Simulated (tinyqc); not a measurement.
Worked calculation: lateral field, substrate current, probability of reaching the oxide barrier and hot-carrier lifetime of a silicon transistor (pseudo-two-dimensional and lucky-electron models). Computed by tinyqc, a small Python program that keeps every step. Command: `OMP_NUM_THREADS=1 python tinyqc.py 3017491 3017492 out.jsonl hotcar walk`. One thread of a shared host (Intel(R) Xeon(R) Processor @ 2.30GHz), about 0.01 s of CPU time with the checks. Intermediate numbers are printed to about 7 digits and carried at full precision; extremes and crossings named in words are read from the listed rows.

Local-field models: a lucky carrier gains its energy at the peak field over a path free of collisions. Voltages are magnitudes.

Inputs (values chosen for the exercise, modelled on a silicon n-channel):

| quantity | value | unit |
|---|---|---|
| channel length L | 260 | nm |
| oxide thickness t | 7.3 | nm |
| junction depth x_j | 81 | nm |
| mobility mu | 340 | cm^2/(V s) |
| saturation velocity v_s | 0.79 | 1e7 cm/s |
| threshold voltage V_T | 0.6 | V |
| gate voltage V_G | 2.2 | V |
| drain voltage V_D | 3.3 | V |
| ionisation prefactor A_i | 1.9e+06 | 1/cm |
| ionisation field B_i | 1.66 | MV/cm |
| hot-carrier mean free path lambda | 6.9 | nm |
| oxide barrier phi_b | 3.1 | eV |
| interface-trap threshold phi_it | 3.7 | eV |
| lifetime constant H | 200 | s microampere/micrometre |
| length of the depleted extension L_n | 36 | nm |

Drain: lightly doped extension.

Constants: eps_0 = 8.8541878128e-12 F/m.

## Saturation point and current

C_ox = 3.9 eps_0/t; F_sat = 2 v_s/mu; V_Dsat = V_ov F_sat L/(V_ov + F_sat L), V_ov = V_G - V_T; I_D/W = C_ox v_s (V_ov - V_Dsat).

F_sat = 46.47059 kV/cm

V_Dsat = 0.6883955 V

drain current I_D/W = 340.6623 microampere/micrometre

## Peak lateral field

Scale length l = 0.22 t^(1/3) x_j^(1/2) (all in cm); F_m = sqrt(((V_D - V_Dsat)/l_e)^2 + F_sat^2), with l_e = l + L_n; length of the velocity-saturated region l_e ln((V_D - V_Dsat)/(l_e F_sat) + F_m/F_sat).

scale length l = 56.37754 nm

peak field F_m = 286.5038 kV/cm

velocity-saturated length = 231.4460 nm

energy gained over one free path, e lambda F_m = 0.1976876 eV

The field rises from F_sat to F_m as cosh(x/l_e), a factor 6.2, over 89 % of L. Caution: the empirical formula for l was fitted to oxides of about 15 nm or more; for thinner ones it is an extrapolation. Caution: the saturated region fills most of the channel, so the split into two regions is rough. Caution: e V_D is below phi_b or phi_it, so the available energy, not the field, limits hot carriers, and the lucky-electron formulas overstate them.

## Hot-carrier currents and lifetime

Substrate current I_sub/I_D = (A_i/B_i)(V_D - V_Dsat) exp(-B_i/F_m); probability of reaching the oxide barrier exp(-phi_b/(e lambda F_m)); lifetime tau = (H/(I_D/W)) exp(phi_it/(e lambda F_m)).

I_sub/I_D = 0.009104474

substrate current I_sub/W = 3.101551 microampere/micrometre

probability of reaching phi_b = 1.547727e-07

lifetime tau = 7.891058e+07 s

exponent m = phi_it/(e lambda B_i) = 3.230313

Since both exponentials depend on 1/F_m, tau I_D scales about as (I_sub/I_D)^(-m) with m = 3.23, which lets I_sub serve as the monitor. The lifetime is 0.250 times ten years (3.156e8 s).

## Substrate current against gate voltage

The formulas are those given above.

At the given drain voltage:

| V_G (V) | V_Dsat (V) | I_D/W (microampere/micrometre) | F_m (kV/cm) | I_sub/W (microampere/micrometre) | tau (s) |
|---|---|---|---|---|---|
| 0.75 | 0.1334344 | 6.1905 | 345.9208 | 0.184873 | 1.744034e+08 |
| 0.90 | 0.2403276 | 22.2993 | 334.4580 | 0.545880 | 8.236119e+07 |
| 1.10 | 0.3536501 | 54.6902 | 322.3142 | 1.069332 | 6.143954e+07 |
| 1.40 | 0.4813122 | 119.0921 | 308.6454 | 1.773339 | 5.894656e+07 |
| 1.80 | 0.6020518 | 223.4504 | 295.7307 | 2.518094 | 6.709145e+07 |
| 2.30 | 0.7062702 | 371.3521 | 284.5946 | 3.229815 | 8.207334e+07 |
| 2.70 | 0.7669630 | 498.1496 | 278.1147 | 3.693580 | 9.490389e+07 |
| 3.20 | 0.8248996 | 663.3466 | 271.9332 | 4.196182 | 1.104715e+08 |
| 3.60 | 0.8613363 | 799.2084 | 268.0478 | 4.559359 | 1.220306e+08 |

I_sub rises over the whole table: the growing drain current outweighs the fall of F_m. The shortest lifetime among the rows lies at V_G = 1.4 V, below that of the largest I_sub, since tau depends more steeply on the field.

## Extrapolating accelerated tests

V_10 solves tau = 3.156e8 s at the given V_G. The extrapolation fits ln(tau) against 1/V_D at 1, 1.08, 1.16 and 1.25 times the given V_D (rounded to 3 digits) by least squares and reads off the same tau.

Stress points:

| V_D (V) | 1/V_D (1/V) | tau (s) |
|---|---|---|
| 3.30 | 0.3030303 | 7.891058e+07 |
| 3.56 | 0.2808989 | 1.506755e+07 |
| 3.83 | 0.2610966 | 3.576590e+06 |
| 4.12 | 0.2427184 | 9.757398e+05 |

ten-year drain voltage V_10 = 3.114867 V

V_10 from the 1/V_D extrapolation = 3.102360 V

The extrapolation is 13 mV below the true value: ln(tau) is nearly linear in 1/(V_D - V_Dsat), not in 1/V_D, so the straight line errs on the safe side when one extrapolates down. At V_10 the available energy e V_D is below phi_it, so the model understates the lifetime there.

Checks made by the program: voltage drop as the integral of F_sat cosh(x/l_e) over the saturated length (relative difference below 1e-10).
